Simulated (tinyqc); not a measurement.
MOSFET in the linear regime without short-channel effects, parameter extraction from computed curves: one step of the calculation.

Inversion charge Q = Cox n Vt W0(exp((Vg - VT)/(n Vt))), W0 the Lambert function and n = nf; u = Q/Cox; mobility mu = mu0/(1 + th1 u + th2 u^2); channel resistance Rch = (L - dL)/(W mu Q); Id = Vd/(Rch + Rsd/W). Cox = eps0 eox/tox. Small Vd, no channel-length or drain effects.

Question. The Y function. Y_i = Id_i/sqrt(gm_i). For Id = beta Vd x/(1 + th x), x = Vg - VT, Y = sqrt(beta Vd) x whatever th. Slope s from points 5 and 8; VT_Y = Vg - Y/s at point 8; beta = s^2/Vd; mobility beta L/(W Cox) with the drawn L; th* = (beta Vd x/Id - 1)/x at point 8.

Inputs (values chosen for the exercise); channel values of the order met in silicon transistors:
- eox = 8.77 (relative permittivity of the gate insulator (close to aluminium oxide))
- tox = 5.2 nm (insulator thickness)
- mu0 = 190 cm^2/(V s) (low-field mobility)
- th2 = 0 1/V^2 (second mobility attenuation factor)
- W = 0.5 um (gate width)
- L = 0.07 um (drawn gate length)
- dL = 0.002 um (drawn less effective length)
- Vd = 0.025 V (drain voltage)

Constants: eps0 = 8.8541878128e-14 F/cm where lengths are in cm. Results are converted to the units shown.

Vg, point 0 to 9 (V): [0.15, 0.27, 0.39, 0.51, 0.63, 0.75, 0.87, 0.99, 1.11, 1.23]
Id, point 0 to 9 (uA): [5.1239461e-12, 1.5923939e-6, 0.27775540, 4.2866093, 7.7879902, 10.406652, 12.409180, 13.983043, 15.250075, 16.290952]
gm, point 1 to 8 (uS): [1.1573142, 17.860865, 31.292645, 25.500176, 19.254959, 14.901629, 11.837061, 9.6162898]

Give: Y; s; VT_Y; beta; mobility from Y; th*.

Answer.

Y, point 1 to 8 (uA^0.5 V^0.5): [1.480e-6, 0.06572, 0.7663, 1.542, 2.372, 3.215, 4.064, 4.918]
s = 7.073 uA^0.5 V^-0.5
VT_Y = 0.4147 V
beta = 2001 uA/V^2
mobility from Y = 187.6 cm^2/(V s)
th* = 1.842 1/V

The mobility from Y is 4.1 % below mu0 L/(L - dL) = 196 cm^2/(V s), which it should reach in deep inversion when th2 = 0.

Numbers from tinyqc (`OMP_NUM_THREADS=1 python tinyqc.py 2210040 2210041 out.jsonl`; about 0.01 s on one thread of a shared Intel Xeon 2.30GHz).
